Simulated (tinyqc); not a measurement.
Reverse leakage of an n+-p junction: diffusion, generation, trap-assisted and band-to-band tunnelling: two steps of the calculation.

One-sided abrupt junction in the depletion approximation, x from the junction (0) to W on the p side, field F = F0 (1 - x/W). Flat quasi-Fermi levels, long p side. Traps generate through SRH with both lifetimes shortened by 1 + Gamma (Hurkx enhancement, form for moderate fields); band-to-band generation is local and needs a total bending above Eg.

Inputs (values chosen for the exercise); band and dielectric values close to those of silicon: temperature T = 300 K; band gap Eg = 1.12 eV; acceptor density of the lighter side Na = 4.6e17 cm^-3; donor density of the heavier side Nd = 5e19 cm^-3; SRH lifetime of both carriers at zero field tau = 3e-6 s; trap level above the intrinsic level Et = 0 eV; band-to-band prefactor Ab = 2.3e14 cm^-0.5 V^-2.5 s^-1; band-to-band field constant Bb = 1.94e7 V/cm; reverse bias VR = 2 V.

Constants: q = 1.602176634e-19 C, kB = 1.380649e-23 J/K, Vt = kB T/q. Results are converted to the units shown.

Problem 1. Generation rates across the layer. u = (Vbi + VR)(1 - x/W)^2, p = Na exp(-u/Vt), n = Nd exp((u - Vbi - VR)/Vt); G0 = ni^2 (1 - exp(-VR/Vt))/(tau (n + p + 2 ni cosh(Et/Vt))); Gamma = 2 sqrt(3 pi)(F/FG) exp((F/FG)^2); trap-assisted part G0 Gamma; G_bb = Ab F^2.5 exp(-Bb/F) with F in V/cm, zero unless Vbi + VR > Eg. 16 equal steps.

ni = 1.0611919e10 cm^-3
Vbi = 1.0304108 V
W = 91.507128 nm
F0 = 662.33328 kV/cm
FG = 376.14652 kV/cm

Give: x; F; Gamma; G0; G0 Gamma; G_bb.

Solution 1.

| point | x (nm) | F (kV/cm) | Gamma | G0 (cm^-3 s^-1) | G0 Gamma (cm^-3 s^-1) | G_bb (1e16 cm^-3 s^-1) |
|---|---|---|---|---|---|---|
| 0 | 0.000 | 662.33 | 240.13 | 7.5075e5 | 1.8027e8 | 1.5623 |
| 1 | 5.719 | 620.94 | 154.65 | 1.0963e12 | 1.6955e14 | 0.1886 |
| 2 | 11.438 | 579.54 | 101.59 | 1.7638e15 | 1.7918e17 | 0.0170 |
| 3 | 17.158 | 538.15 | 68.021 | 1.7687e15 | 1.2031e17 | 0.0011 |
| 4 | 22.877 | 496.75 | 46.386 | 1.7687e15 | 8.2040e16 | 0.0000 |
| 5 | 28.596 | 455.35 | 32.182 | 1.7687e15 | 5.6919e16 | 0.0000 |
| 6 | 34.315 | 413.96 | 22.686 | 1.7687e15 | 4.0124e16 | 0.0000 |
| 7 | 40.034 | 372.56 | 16.221 | 1.7687e15 | 2.8689e16 | 0.0000 |
| 8 | 45.754 | 331.17 | 11.735 | 1.7686e15 | 2.0756e16 | 0.0000 |
| 9 | 51.473 | 289.77 | 8.5625 | 1.7618e15 | 1.5085e16 | 0.0000 |
| 10 | 57.192 | 248.37 | 6.2701 | 7.0667e14 | 4.4309e15 | 0.0000 |
| 11 | 62.911 | 206.98 | 4.5733 | 7.6100e12 | 3.4803e13 | 0.0000 |
| 12 | 68.630 | 165.58 | 3.2808 | 1.2401e11 | 4.0687e11 | 0.0000 |
| 13 | 74.350 | 124.19 | 2.2606 | 5.0288e9 | 1.1368e10 | 0.0000 |
| 14 | 80.069 | 82.79 | 1.4185 | 5.0951e8 | 7.2276e8 | 0.0000 |
| 15 | 85.788 | 41.40 | 0.68395 | 1.2899e8 | 8.8226e7 | 0.0000 |
| 16 | 91.507 | 0.00 | 0 | 8.1603e7 | 0 | 0.0000 |

Problem 2. Current components. 16 equal steps.

Each current is q times the trapezoid sum of its rate; J adds J_diff; J_bb under 1e-8 of the sum is given as 0.

| point | x (nm) | G0 (cm^-3 s^-1) | G0 Gamma (cm^-3 s^-1) | G_bb (cm^-3 s^-1) |
|---|---|---|---|---|
| 0 | 0.000000 | 7.5075223e5 | 1.8027459e8 | 1.5623008e16 |
| 1 | 5.719195 | 1.0963470e12 | 1.6955010e14 | 1.8864669e15 |
| 2 | 11.438391 | 1.7637906e15 | 1.7918211e17 | 1.7043093e14 |
| 3 | 17.157586 | 1.7686532e15 | 1.2030575e17 | 1.0784187e13 |
| 4 | 22.876782 | 1.7686532e15 | 8.2039876e16 | 4.3772323e11 |
| 5 | 28.595977 | 1.7686532e15 | 5.6918976e16 | 1.0111851e10 |
| 6 | 34.315173 | 1.7686532e15 | 4.0124071e16 | 1.1247912e8 |
| 7 | 40.034368 | 1.7686532e15 | 2.8688513e16 | 4.7340024e5 |
| 8 | 45.753564 | 1.7686461e15 | 2.0755549e16 | ~0 |
| 9 | 51.472759 | 1.7617723e15 | 1.5085217e16 | ~0 |
| 10 | 57.191955 | 7.0666765e14 | 4.4308858e15 | ~0 |
| 11 | 62.911150 | 7.6100073e12 | 3.4803225e13 | ~0 |
| 12 | 68.630346 | 1.2401370e11 | 4.0686874e11 | ~0 |
| 13 | 74.349541 | 5.0288096e9 | 1.1368189e10 | ~0 |
| 14 | 80.068737 | 5.0951446e8 | 7.2275567e8 | ~0 |
| 15 | 85.787932 | 1.2899436e8 | 8.8225843e7 | ~0 |
| 16 | 91.507128 | 8.1603500e7 | 0 | 0 |

J_diff = 4.5290782e-14 A/cm^2

Find: J_SRH; J_TAT; J_bb; J.

Solution 2.

J_SRH = 1.3610e-9 A/cm^2
J_TAT = 5.0190e-8 A/cm^2
J_bb = 9.0529e-10 A/cm^2
J = 5.2456e-8 A/cm^2

Range of the model: The n+ side is degenerate, so Vbi from Boltzmann statistics is only a guide.

Program tinyqc, `OMP_NUM_THREADS=1 python tinyqc.py 2290005 2290006 out.jsonl`; Intel Xeon 2.30GHz, shared host, one thread, about 0.01 s.

~0 in a residual or rate marks an entry under 1e-11 of the largest of its column.
